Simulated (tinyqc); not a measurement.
What moves the results: donors with valley-orbit split 1s states. A value that a table varies takes the place of the one given here.

Each donor binds at most one electron, in any of its states. For a site s, W_s = sum over its states of g exp(E/kT), and the ionised share is 1/(1 + W_s exp(eta)), eta = (EF - Ec)/kT; n = Nc F_1/2(eta); neutrality n + NA = ND x (mean ionised share); holes are neglected. Nc from N = 2 (m kB T/(4 pi c))^(3/2) with c = hbar^2/2m0, in 1/angstrom^3; times 1e24 for 1/cm^3, m = md. F_j(eta) = (1/Gamma(j + 1)) integral_0^infinity x^j dx/(1 + exp(x - eta)), which tends to exp(eta) for eta << 0.

Mobility (Caughey-Thomas form): mu = mu0 + (mu1 (T/300)^(-ga) - mu0)/(1 + ((ND + NA)/Nr)^de); rho = 1/(e n mu), e = 1.602176634e-19 C.

Constants: hbar^2/2m0 = 3.80998211 eV angstrom^2; kB = 8.617333262e-05 eV/K.

Values chosen for the exercise (near those of P in Si; the results hold for these values, not for the real material):
- md = 1.085 m0 (density-of-states mass of the conduction band)
- E = (45.7, 34.3, 33.2) meV (binding energies of 1s(A1), 1s(T2), 1s(E))
- g = (2, 6, 4) (their degeneracies with spin)
- ND = 5e+17 1/cm^3 (donors)
- NA = 0 1/cm^3 (compensating acceptors, all ionised)
- T = 200 K
- mu0 = 67 cm^2/(V s) (mobility at heavy doping)
- mu1 = 1383 cm^2/(V s) (mobility at light doping and 300 K)
- Nr = 1.1e+17 1/cm^3 (reference doping)
- de = 0.72 (doping exponent)
- ga = 2.3 (temperature exponent)

## What the excited states change

The last columns keep only the ground state of each site (g = 2).

Results:

| T (K) | effective degeneracy | eta | n (1/cm^3) | n, ground states only | ratio |
|---|---|---|---|---|---|
| 40 | 2.33 | -7.56 | 7.19e+14 | 7.76e+14 | 0.927 |
| 60 | 3.02 | -5.79 | 7.74e+15 | 9.49e+15 | 0.816 |
| 80 | 3.80 | -5.03 | 2.54e+16 | 3.46e+16 | 0.733 |
| 110 | 4.87 | -4.54 | 6.70e+16 | 1.00e+17 | 0.668 |
| 150 | 6.00 | -4.32 | 1.33e+17 | 2.06e+17 | 0.646 |
| 200 | 7.03 | -4.29 | 2.11e+17 | 3.16e+17 | 0.668 |
| 250 | 7.77 | -4.36 | 2.74e+17 | 3.85e+17 | 0.711 |
| 300 | 8.33 | -4.48 | 3.22e+17 | 4.25e+17 | 0.757 |
| 400 | 9.09 | -4.73 | 3.84e+17 | 4.63e+17 | 0.830 |
| 500 | 9.60 | -4.98 | 4.20e+17 | 4.78e+17 | 0.878 |

What can be read from the table?

The effective degeneracy grows from 2.33 to 9.60. Excited states hold electrons back, so the ratio is never above 1; it is lowest, 0.646, at 150 K of those listed, and 0.757 at 300 K. At low T the excited states empty out, and at high T more donors are ionised (n is 84 % of ND - NA in the last row), so the effect is largest in between.

## Ionisation and resistivity against doping

NA = 0.

Results:

| ND (1/cm^3) | n (1/cm^3) | n/ND | mu (cm^2/(V s)) | rho (ohm cm) | rho at full ionisation |
|---|---|---|---|---|---|
| 1.0e+14 | 9.99e+13 | 0.999 | 3492 | 17.9 | 17.9 |
| 1.0e+15 | 9.94e+14 | 0.994 | 3401 | 1.85 | 1.84 |
| 1.0e+16 | 9.43e+15 | 0.943 | 2994 | 0.221 | 0.208 |
| 3.0e+16 | 2.57e+16 | 0.857 | 2543 | 0.0954 | 0.0818 |
| 1.0e+17 | 6.91e+16 | 0.691 | 1850 | 0.0488 | 0.0337 |
| 3.0e+17 | 1.51e+17 | 0.505 | 1194 | 0.0345 | 0.0174 |
| 1.0e+18 | 3.23e+17 | 0.323 | 651 | 0.0297 | 0.00958 |
| 2.0e+18 | 4.82e+17 | 0.241 | 447 | 0.0290 | 0.00698 |

How do the results move?

From 1e16 to 1e18 1/cm^3 rho falls by a factor 7.45, not 100: the mobility takes a factor 4.60 and incomplete ionisation 2.92. n/ND is below 0.9 from 3e+16 1/cm^3 on. From a few times 1e18 1/cm^3 on, depending on the dopant, the levels merge with the band, and already below that screening lowers the binding energy, so the last rows understate n.

## Compensation sets the slope of the freeze-out

NA = K ND. The slope energy is -d ln(n T^(-p))/d(1/kT) between 30 and 36 K, with p = 3/4 for K = 0 and p = 3/2 otherwise.

Results:

| K | n(30 K) (1/cm^3) | n(36 K) (1/cm^3) | slope energy (meV) |
|---|---|---|---|
| 0 | 6.69e+13 | 3.26e+14 | 22.42 |
| 0.0010 | 8.80e+12 | 1.60e+14 | 40.80 |
| 0.010 | 8.87e+11 | 2.09e+13 | 44.79 |
| 0.050 | 1.70e+11 | 4.03e+12 | 44.85 |
| 0.20 | 3.58e+10 | 8.49e+11 | 44.85 |
| 0.50 | 8.96e+09 | 2.12e+11 | 44.85 |

How do the results move?

Without acceptors the slope is 22.42 meV, against half the ground-state energy, 22.85; with K = 0.05 it is 44.85 meV, against the full 45.7. The full energy (less a few meV where excited levels lie within a few kT) shows where n is far below NA, since the acceptors then hold EF near the donor level: n(36 K)/NA is 0.32 for K = 0.001 and 0.00016 for K = 0.05; where it is not small, the slope falls short of the full energy.

## What moves the carrier density

All results formed anew. Each row changes one parameter from the base and keeps the others.

Results:

| case | eta | n (1/cm^3) | rho (ohm cm) |
|---|---|---|---|
| base | -4.288 | 2.110e+17 | 0.03166 |
| E = (50.7, 34.3, 33.2) meV | -4.322 | 2.040e+17 | 0.03274 |
| md = 1.194 m0 | -4.380 | 2.223e+17 | 0.03005 |
| ND = 1e+18 1/cm^3 | -3.861 | 3.226e+17 | 0.02970 |
| NA = 5e+16 1/cm^3 | -4.445 | 1.804e+17 | 0.03885 |
| T = 230 K | -4.326 | 2.506e+17 | 0.03604 |
| Nr = 2.2e+17 1/cm^3 | -4.288 | 2.110e+17 | 0.02283 |

How do the results move?

The largest shifts from the base row, up to three for each result and ties (the steps differ in size, so this ranks the rows, not the parameters). eta: ND +0.427, NA -0.157, md -0.092; unchanged at the printed digits by Nr. n (1/cm^3): ND +1.12e+17, T +3.96e+16, NA -3.06e+16; unchanged at the printed digits by Nr. rho (ohm cm): Nr -0.00883, NA +0.00719, T +0.00438.

(tinyqc, `OMP_NUM_THREADS=1 python tinyqc.py 1650668 1650669 out.jsonl`, Intel(R) Xeon(R) Processor @ 2.30GHz, 1 thread, shared host, about 0.03 s.)
